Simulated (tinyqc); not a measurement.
p-n heterojunction, non-linear Poisson equation by Newton steps, Fermi-Dirac statistics: one step of the calculation.

One dimension, material 1 (p-type) at x < 0 and material 2 (n-type) at x > 0. Band edges: Ec = -psi in material 1 and -psi + dEc in material 2, Ev = Ec - Eg. Flat quasi-Fermi levels: 0 for holes, +V for electrons. n = Nc F((EFn - Ec)/Vt), p = Nv F((Ev - EFp)/Vt), with F(eta) = F_1/2(eta) = (2/sqrt(pi)) int_0^infinity sqrt(u) du/(1 + exp(u - eta)) (Fermi-Dirac statistics); full ionisation, no interface charge, classical densities; the doping types are chosen for the exercise.

Problem. Newton step. Solve the tridiagonal system a_(i-1) d_(i-1) + b_i d_i + a_i d_(i+1) = -F_i for nodes 1 to 10, with d = 0 on fixed nodes. If the largest |d| exceeds 4 Vt, the whole step is scaled down so that it equals 4 Vt.

Parameters, values chosen for the exercise:
```
symbol,value,unit,meaning
T,350,K,temperature
```

Constants: q = 1.602176634e-19 C, kB = 1.380649e-23 J/K, Vt = kB T/q. Results are converted to the units shown.

coupling a_i, interval 0 to 10 (F/cm^2): 5.9606624e-7  7.0696228e-7  8.2907395e-7  9.9128407e-7  1.1573367e-6  1.3776153e-6  1.5233354e-6  4.9463210e-7  1.7049021e-7  5.8919412e-8  2.0337665e-8

```
node	diagonal b (F/cm^2)	residual F (C/cm^2)
1	-1.4311722e-6	-1.1391945e-7
2	-1.5634759e-6	-5.4891206e-8
3	-1.8234725e-6	-4.7569836e-8
4	-2.1488984e-6	-4.2265892e-8
5	-2.5349761e-6	-3.8212783e-8
6	-2.9009532e-6	-3.9525902e-8
7	-2.0179675e-6	-5.2322563e-9
8	-6.6512235e-7	-1.9162815e-8
9	-2.3223450e-7	-1.9131989e-8
10	-2.1214744e-6	-3.5341856e-9
```

psi after iteration 1, node 0 to 11 (V): -1.3578492  -1.2626171  -1.2211127  -1.1605545  -1.0926916  -1.0238028  -0.9599409  -0.9024301  -0.7415390  -0.4346683  -0.2680711  -0.2651679

Find: Newton step d, before damping; psi after iteration 2.

Solution.

Newton step d, before damping, node 1 to 10 (V): -0.4229  -0.6951  -0.8839  -0.9966  -1.0569  -1.0798  -1.0746  -1.0479  -0.8582  -0.0255
psi after iteration 2, node 0 to 11 (V): -1.3578  -1.3099  -1.2988  -1.2593  -1.2040  -1.1419  -1.0806  -1.0225  -0.8586  -0.5305  -0.2709  -0.2652

Numbers from tinyqc (`OMP_NUM_THREADS=1 python tinyqc.py 2040096 2040097 out.jsonl`; about 0.2 s on one thread of a shared Intel Xeon 2.30GHz).
